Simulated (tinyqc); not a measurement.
What each parameter does: exciton in an atomically thin sheet (Rytova-Keldysh potential).

Relative motion in the plane with V(k) = -2 pi q/(k (kap + r0 k)), q = e^2/(4 pi eps0), c = hbar^2/2m0. Normalised Gaussians exp(-a_i r^2): with A = a_i + a_j, S_ij = 2 sqrt(a_i a_j)/A, T_ij = (4c/mu)(a_i a_j/A) S_ij, V_ij = -q S_ij times the integral over k from 0 to infinity of exp(-k^2/4A)/(kap + r0 k).

Converged values use 20 Gaussians with exponents 2^i/b^2, i = -11 to 8, b the larger of a0 kap/(2 mu) and sqrt(a0 r0/mu), a0 = 0.5291772 angstrom; p states use r exp(i theta) exp(-a r^2).

Constants: hbar^2/2m0 = 3.80998211 eV angstrom^2; e^2/(4 pi eps0) = 14.39964547 eV angstrom.

Parameters, chosen for this exercise (near those of a MoS2 monolayer; not measured data): me = 0.466 m0 (electron mass); mh = 0.564 m0 (hole mass); kap = 1 (mean dielectric constant of the surroundings); r0 = 38.1 angstrom (screening length of the sheet); Eg = 2.45 eV (gap, in these surroundings).

1/mu = 1/me + 1/mh; converged values. Eg is held fixed when kap or r0 changes: the shrinking of the gap by stronger screening, which offsets most of the shift of the 1s line, is left out.

One parameter was then changed.

Results before and after:
```
case     1s binding (meV)  2s - 1s (meV)  2s - 2p (meV)  1s line (eV)
base                593.9          320.4           61.4         1.856
changed             577.0          315.8           59.8         1.873
```

Which of these changes was made? (a) r0 = 45.7 angstrom; (b) kap = 1.3; (c) mh = 0.451 m0; (d) me = 0.559 m0; (e) Eg = 2.57 eV.

Answer: (c) mh = 0.451 m0. Of the candidates, run in turn, only this one gives the changed row.

All candidates:
```
case                1s binding (meV)  2s - 1s (meV)  2s - 2p (meV)  1s line (eV)
base                           593.9          320.4           61.4         1.856
me = 0.559 m0                  609.1          324.3           62.8         1.841
mh = 0.451 m0                  577.0          315.8           59.8         1.873
kap = 1.3                      512.7          296.9           53.3         1.937
r0 = 45.7 angstrom             519.3          273.2           53.4         1.931
Eg = 2.57 eV                   593.9          320.4           61.4         1.976
```

Computed by tinyqc, a small Python program: `OMP_NUM_THREADS=1 python tinyqc.py 1250782 1250783 out.jsonl` (the numbers bound the seed that draws the inputs); one thread of a shared host (Intel(R) Xeon(R) Processor @ 2.30GHz), about 0.02 s for the whole set of steps.
